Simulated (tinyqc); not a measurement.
Deal-Grove kinetics of thermal oxidation of silicon. From one set of inputs to another, one input at a time. Computed by tinyqc, a small Python program. Command: `OMP_NUM_THREADS=1 python tinyqc.py 3022277 3022278 out.jsonl oxide ladder`. One thread of a shared host (Intel(R) Xeon(R) Processor @ 2.30GHz), about 0.3 s of CPU time with the checks.

Oxidant diffuses through the oxide and reacts at the interface, so that dx/dt = B/(A + 2x) for the oxide thickness x.

The inputs printed are set A. Inputs not listed in the table keep their values of set A, so the rows need not describe a real material.

Inputs (values chosen for the exercise, close to those used for silicon):
```
quantity                             value    unit
prefactor B0                           698  um^2/h
activation energy E_B                 1.24      eV
prefactor (B/A)0                  3.93e+06    um/h
activation energy E_A                 1.99      eV
temperature T                         1125       C
oxidant pressure p                      10     atm
pressure exponent m of B/A            0.76       -
initial oxide x_i                    0.002      um
time t                                0.42       h
ratio c of the extra rate to B/A       2.6       -
decay length L                      0.0064      um
```

Ambient: dry oxygen. Surface: (100). Extension: thin-film term.

Constants: k_B = 8.617333262e-05 eV/K.

Method:
- B = B0 p exp(-E_B/(k_B T)), B/A = (B/A)0 p^m exp(-E_A/(k_B T)), p in atm; A = B/(B/A).
- Temperatures in kelvin are T(C) + 273.15.
- tau = (x_i^2 + A x_i)/B and x = (A/2) [sqrt(1 + 4 B (t + tau)/A^2) - 1], the root of x^2 + A x = B (t + tau).
- Silicon consumed is 0.44 times the oxide grown; the rate is B/(A + 2x).
- Thin-film (Massoud) form: dx/dt = B/(A + 2x) + c (B/A) exp(-x/L), integrated from x_i by fourth-order Runge-Kutta in 2000 steps, the i-th of length (2 i - 1) t/2000^2.

Each row keeps all changes above it:
```
input moved                                                      from             to  oxide thickness x (um)  final growth rate (um/h)  thickness with the thin-film term (um)
set A                                                               -              -                 0.24730                   0.36382                                 0.24933
prefactor (B/A)0 (um/h) and activation energy E_A (eV)  3930000, 1.99  4130000, 2.01                 0.24018                   0.36104                                 0.24239
oxidant pressure p (atm)                                           10              1                 0.06223                   0.10506                                 0.06643
time t (h)                                                       0.42           0.99                 0.11139                   0.07314                                 0.11434
prefactor B0 (um^2/h)                                             698            731                 0.11317                   0.07468                                 0.11613
temperature T (C)                                                1125           1025                 0.05117                   0.04078                                 0.05630
```

Where does the difference come from?

Oxide thickness x goes from 0.247 to 0.0512, a factor 0.207 in all. The largest single move comes from oxidant pressure p (a factor 0.259), and time t works against it (a factor 1.79). Final growth rate goes from 0.364 to 0.0408, a factor 0.112 in all. The largest single move comes from oxidant pressure p (a factor 0.291). Thickness with the thin-film term goes from 0.249 to 0.0563, a factor 0.226 in all. The largest single move comes from oxidant pressure p (a factor 0.274), and time t works against it (a factor 1.72). The single moves hold for this order of the switches; the total does not depend on the order.

Extremes, crossings and ranges named in words are read from the listed rows.
